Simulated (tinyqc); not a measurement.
Worked calculation: RHF in the 3-21g basis, for H2, spin multiplicity 1. One step of it, computed by the program tinyqc.

Problem. Orthogonalisation. S = U s U^T; symmetric (Loewdin) form X = U s^(-1/2) U^T, so that X^T S X = 1.

overlap S:
```
          1H 1s     1H 2s     2H 1s     2H 2s
1H 1s  1.000000  0.645899  0.271180  0.418659
1H 2s  0.645899  1.000000  0.418659  0.769052
2H 1s  0.271180  0.418659  1.000000  0.645899
2H 2s  0.418659  0.769052  0.645899  1.000000
```

Give: eigenvalues of S; X.

Solution.

eigenvalues of S: 0.1428  0.4268  0.8169  2.6134

X:
```
         1H 1s    1H 2s    2H 1s    2H 2s
1H 1s   1.2430  -0.4815  -0.0646   0.0375
1H 2s  -0.4815   1.7078   0.0375  -0.7370
2H 1s  -0.0646   0.0375   1.2430  -0.4815
2H 2s   0.0375  -0.7370  -0.4815   1.7078
```
